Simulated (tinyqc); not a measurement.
Gate-all-around wire, scale length and short-channel effects: a higher permittivity at fixed equivalent oxide thickness.

A round wire of diameter ts in an insulator shell of thickness ti under a surrounding gate. Below threshold the potential that source and drain add obeys Laplace's equation and vanishes on the gate. Its lowest mode decays along the channel as exp(-k y); k is the smallest positive root of the matching condition at the interface, and the scale length is Lambda = pi/k.

k is the smallest positive root of f(k) = ei J0(u)[J1(u) Y0(v) - Y1(u) J0(v)] - eps_r J1(u)[J0(u) Y0(v) - Y0(u) J0(v)], u = k ts/2, v = u + k ti. Along the channel psi(y) = s + a exp(y/l) + b exp(-y/l) with psi(0) = Vbi, psi(L) = Vbi + Vds and l = 1/k = Lambda/pi; with A = Vbi - s, B = A + Vds, x = exp(-L/l): a = (B - A x) x/(1 - x^2), b = (A - B x)/(1 - x^2). The minimum is s + 2 sqrt(a b), at y = (l/2) ln(b/a). The long-channel potential follows the gate as s = sT + (Vg - VTL)/m, and the threshold VT is the gate voltage at which the minimum equals sT. Swing = m Vt ln 10/g at threshold, g = d(minimum)/ds = 1 - (b x + a)/((1 + x) sqrt(a b)). DIBL = [VT(0.05 V) - VT(Vds)]/(Vds - 0.05 V). sT and Vbi are held fixed; m = 1. The equivalent oxide thickness 3.9 ti/ei is held at 2.2 nm, so ti = 2.2 ei/3.9 nm.

Inputs (values chosen for the exercise); permittivities: semiconductor close to that of silicon, insulator close to that of aluminium oxide:
- T = 300 K (temperature)
- eps_r = 11.7 (relative permittivity of the semiconductor)
- ts = 9.1 nm (wire diameter)
- L = 42 nm (channel length)
- Vbi = 0.94 V (potential of the source)
- sT = 0.42 V (potential of the barrier top at threshold)
- Vds = 0.8 V (drain voltage)

Constants: q = 1.602176634e-19 C, kB = 1.380649e-23 J/K, Vt = kB T/q. Results are converted to the units shown.

Result of one run:
```
ti (nm)  Lambda (nm)  L/Lambda  DIBL (mV/V)  swing (mV/decade)
4.2308        13.044    3.2200       4.8982             60.377
```

Which relative permittivity of the insulator ei gave this result: 3.9, 5, 7.5 or 15?

ei = 7.5.

The whole series:
```
ei   ti (nm)  Lambda (nm)  L/Lambda  DIBL (mV/V)  swing (mV/decade)
3.9   2.2000       12.609    3.3310       4.1031             60.239
5     2.8205       12.649    3.3204       4.1731             60.251
7.5   4.2308       13.044    3.2200       4.8982             60.377
10    5.6410       13.831    3.0366       6.5703             60.665
15    8.4615       16.346    2.5694       14.021             61.939
20    11.282       19.586    2.1444       28.562             64.379
25    14.103       23.125    1.8162       50.824             68.025
35    19.744       30.492    1.3774       117.68             78.561
```

As ei goes from 3.9 to 35, Lambda rises from 12.6 to 30.5 nm, DIBL rises from 4.10 to 118 mV/V and the swing rises from 60.2 to 78.6 mV a decade. The ratio ei/ti is the same in every row, yet the insulator grows from 2.20 to 19.7 nm, and drain fields reach the channel sideways through it. At ei = 35 L is under 1.5 Lambda, where higher modes, left out of the one-mode potential, count.

tinyqc, about 0.01 s, one thread, Intel Xeon 2.30GHz (shared host): `OMP_NUM_THREADS=1 python tinyqc.py 2420064 2420065 out.jsonl`
